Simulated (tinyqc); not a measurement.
Where the wafer is too thin: surface photovoltage measurement of the minority-carrier diffusion length in a wafer. Computed by tinyqc, a small Python program. Command: `OMP_NUM_THREADS=1 python tinyqc.py 3130085 3130086 out.jsonl spv walk`. One thread of a shared host (Intel(R) Xeon(R) Processor @ 2.30GHz), about 0.01 s of CPU time with the checks.

Low injection, steady light, a depletion layer much thinner than 1/alpha and L. The excess density dn is taken at the front edge of the neutral region; light that reaches the back is lost.

Inputs (values chosen for the exercise, modelled on p-type silicon at room temperature):
```
quantity                            value        unit
wafer thickness W                     775  micrometre
diffusivity D                          33      cm^2/s
front recombination velocity S_f    35000        cm/s
back recombination velocity S_b     49000        cm/s
photon flux entering              2.7e+11  1/(cm^2 s)
```

Method:
- alpha = (84.732/lambda - 76.417)^2 per cm with lambda in micrometre (an empirical fit for silicon between 0.7 and 1.05 micrometre).
- Thick wafer: dn = Phi L/((S_f + D/L)(L + 1/alpha)). Finite wafer, with s = S_b L/D, w = W/L, a = alpha L: dn = [Phi a/(a^2 - 1)] [a - B - exp(-alpha W)(a - s)/(cosh w + s sinh w)]/(S_f + B D/L), B = (sinh w + s cosh w)/(cosh w + s sinh w).
- Readings y = (Phi/dn) (1 + noise x g) at 780, 830, 880, 920, 950, 975 and 995 nm; a least-squares line y = c (1/alpha + L_app) gives L_app = intercept/slope.
- No noise; L is varied at fixed W, and the last two columns set S_b to 0 and to 1e7 cm/s.

Apparent length (micrometre):
```
L          W/L  given S_b     S_b = 0  S_b = 1e7
38.8    19.974      38.80  3.8800e+01      38.80
77.5    10.000      77.50  7.7500e+01      77.50
155.0    5.000     154.90  1.5510e+02     154.89
232.0    3.341     230.04  2.3397e+02     229.92
388.0    1.997     360.47  4.1745e+02     359.55
620.0    1.250     481.70  7.9448e+02     479.05
1010.0   0.767     569.16  1.7559e+03     564.62
1630.0   0.475     613.12  4.0637e+03     607.42
3100.0   0.250     635.81  1.1965e+04     629.45
```

What does the comparison show, and why?

With a fast back surface L_app levels off, at 629 micrometre in the last row; with a passive one it reaches up to 3.86 times L among these rows and is 12000 in the last. All three columns are within 5 % of L down to W/L = 3.3.

Extremes, crossings and ranges named in words are read from the listed rows.
